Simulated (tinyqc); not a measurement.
Inside a calculation. Method: one-electron ion in a basis of Gaussians. One step of it, computed by the program tinyqc.

Task: Generalised eigenproblem. Solve H C = S C e through S^(-1/2); each column has its largest component positive (the first on a tie).

H = T + V (hartree):
```
,1,2
1,-3.293534,-3.474453
2,-3.474453,-3.662867
```

S:
```
,1,2
1,1.000000,0.958981
2,0.958981,1.000000
```

Give: eigenvalues of S; eigenvalues; coefficients.

Result:

eigenvalues of S: 0.0410  1.9590

eigenvalues (hartree): -3.6678  0.0273

coefficients:
```
,1,2
1,-0.1286,3.5254
2,1.1227,-3.3443
```

For Z = 3 and l = 0 the exact lowest level is -Z^2/(2 n^2) with n = l + 1: -4.500000 hartree.
